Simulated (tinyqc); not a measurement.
Worked calculation: RHF in the sto-3g basis, for H6, spin multiplicity 1. One step of it, computed by the program tinyqc.

Problem. Iteration 3: DIIS coefficients. Solve [B -1; -1 0][c; lambda] = [0; -1] for the coefficients, which sum to one.

B (overlaps of the stored error matrices):
```
,1,2
1,4.8583240e-03,5.4099185e-04
2,5.4099185e-04,7.5855266e-05
```

Give: DIIS coefficients.

Solution.

DIIS coefficients: -0.1207  1.1207
